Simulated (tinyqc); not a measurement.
# Chip with leakage that grows with temperature, electro-thermal loop and runaway: effects of single changes

One temperature T for the device, T = T0 + Rth P(T), with P(T) = Pd + Pl (T/300 K)^2 exp[(q Ea/kB)(1/(300 K) - 1/T)]. The loop gain is Rth dP/dT; a solution is thermally stable when it is below one.

Values chosen for this exercise: ambient temperature T0 = 340 K; temperature-independent switching power Pd = 2.2 W; leakage power at 300 K Pl = 0.00124 W; activation energy of the leakage Ea = 0.61 eV; thermal resistance Rth = 20 K/W.

Constants: q = 1.602176634e-19 C, kB = 1.380649e-23 J/K. Results are converted to the units shown.

Each table varies one quantity; the others keep the values above.

## Effect of the temperature-independent switching power

P'(T) = (P - Pd)(2/T + q Ea/(kB T^2)), G = Rth P'. T is the lowest solution and Tu the next, unstable one.

Results:

| Pd (W) | T (K) | P (W) | G | Tu (K) |
|---|---|---|---|---|
| 0.55 | 352.1 | 0.6062 | 0.07051 | 437.1 |
| 0.71 | 355.6 | 0.7797 | 0.08587 | 435.8 |
| 0.92 | 360.3 | 1.013 | 0.1112 | 433.9 |
| 1.6 | 376.8 | 1.840 | 0.2647 | 426.2 |
| 2 | 389.4 | 2.471 | 0.4882 | 418.5 |

Estimate the missing row, Pd = 1.2 W.

Computed row:

| Pd (W) | T (K) | P (W) | G | Tu (K) |
|---|---|---|---|---|
| 1.2 | 366.7 | 1.336 | 0.1575 | 431.2 |

With this row back in the table: As Pd goes from 0.55 to 2 W, T rises from 352.1 to 389.4 K, the power rises from 0.606 to 2.47 W and the loop gain rises from 0.0705 to 0.488. The gap between the stable and unstable solutions goes from 84.9 to 29.1 K. At Pd = 2.6 W no solution is left within 900 K of T0: thermal runaway.

## Effect of the thermal resistance

Same model as above.

Effect of the thermal resistance:

| Rth (K/W) | T (K) | P (W) | G | Tu (K) |
|---|---|---|---|---|
| 6.67 | 355.1 | 2.268 | 0.02789 | 474.0 |
| 8.04 | 358.4 | 2.282 | 0.04026 | 466.3 |
| 9.7 | 362.4 | 2.305 | 0.06050 | 458.2 |
| 11.7 | 367.4 | 2.341 | 0.09548 | 449.7 |
| 14.1 | 373.9 | 2.404 | 0.1612 | 440.2 |
| 17 | 383.2 | 2.539 | 0.3079 | 428.7 |

What does the comparison show?

As Rth goes from 6.67 to 17 K/W, T rises from 355.1 to 383.2 K, the power rises from 2.27 to 2.54 W and the loop gain rises from 0.0279 to 0.308. The gap between the stable and unstable solutions goes from 119 to 45.5 K. At Rth = 20.5 K/W no solution is left within 900 K of T0: thermal runaway.

Numbers from tinyqc (`OMP_NUM_THREADS=1 python tinyqc.py 2520036 2520037 out.jsonl`; about 0.01 s on one thread of a shared Intel Xeon 2.30GHz).
